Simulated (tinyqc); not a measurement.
AlGaN/GaN HEMT with access regions, lumped model: one step of the calculation.

A polarisation-induced electron sheet under a Schottky gate, in series with two ungated access regions and contacts. Drift law v = mu E/(1 + mu E/vs) under the gate. Currents in mA/mm, resistances in ohm mm. No self-heating, no channel-length modulation; fits for polarisation, barrier and offset are chosen for the exercise.

Question. Polarisation charge, threshold and sheet resistance. sigma = (5e13 x + 1.6e13 x^2) cm^-2, phiB = 0.84 + 1.3 x, dEc = 0.7 (1.71 x + x^2) in volts, Cb = eps0 eps_r/d, VT = phiB - dEc - q sigma/Cb, access density n0 = -Cb VT/q. Rsh = 1/(q mu n0); largest access current q n0 vs.

Values chosen for this exercise; values close to those of AlGaN/GaN structures: aluminium share of the barrier x = 0.25; barrier thickness d = 15 nm; relative permittivity of barrier and channel eps_r = 9.2; channel mobility mu = 1200 cm^2/(V s); saturation velocity vs = 1.3e7 cm/s.

Constants: q = 1.602176634e-19 C, eps0 = 8.8541878128e-14 F/cm where lengths are in cm. Results are converted to the units shown.

Wanted: sigma; Cb; VT; n0; Rsh; q n0 vs.

Answer.

sigma = 1.3500e13 cm^-2
Cb = 0.54306 uF/cm^2
VT = -3.1609 V
n0 = 1.0714e13 cm^-2
Rsh = 485.47 ohm
q n0 vs = 2231.5 mA/mm

Numbers from tinyqc (`OMP_NUM_THREADS=1 python tinyqc.py 2570142 2570143 out.jsonl`; about 0.01 s on one thread of a shared Intel Xeon 2.30GHz).
